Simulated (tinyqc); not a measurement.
Worked calculation: CCSD on RHF in the 6-31g basis, for H2, spin multiplicity 1. Computed by tinyqc, a small Python program that keeps every step (integrals from PySCF). Settings: charge = 0, multiplicity = 1, basis = 6-31g, method = RHF, energy threshold = 1e-10, iteration cap = 66, orthogonalisation = symmetric, start = Wolfsberg-Helmholz matrix, DIIS depth = 6, amplitude equations = CCSD, DIIS depth for amplitudes = 0, cap on updates = 69. Command: `OMP_NUM_THREADS=1 python tinyqc.py 23375 23376 out.jsonl` (the two numbers bound the seeds that draw the settings). One thread of a shared host (Intel(R) Xeon(R) Processor @ 2.60GHz), about 0.2 s of CPU time with the checks.

Geometry (angstrom):
```
atom       x       y       z
H     0.0000  0.0000  0.0000
H     0.0000  0.0000  0.7960
```

E_corr = 1/4 sum <ij||ab> t_ij^ab + 1/2 sum <ij||ab> t_i^a t_j^b; stop when the norm of the change is below 1e-8.

Course of the amplitude iterations:
```
update  correlation energy (hartree)  norm of the change
0                          -0.017991                   -
1                          -0.023408            5.75e-02
2                          -0.025193            2.16e-02
3                          -0.025828            8.53e-03
4                          -0.026066            3.44e-03
5                          -0.026158            1.39e-03
6                          -0.026194            5.67e-04
7                          -0.026209            2.31e-04
8                          -0.026215            9.39e-05
9                          -0.026217            3.82e-05
10                         -0.026218            1.56e-05
11                         -0.026218            6.33e-06
12                         -0.026218            2.58e-06
13                         -0.026218            1.05e-06
14                         -0.026219            4.27e-07
15                         -0.026219            1.74e-07
16                         -0.026219            7.07e-08
17                         -0.026219            2.88e-08
18                         -0.026219            1.17e-08
19                         -0.026219            4.77e-09
```

Can the last value be used, and what does the course show?

Yes. Converged in 19 updates.
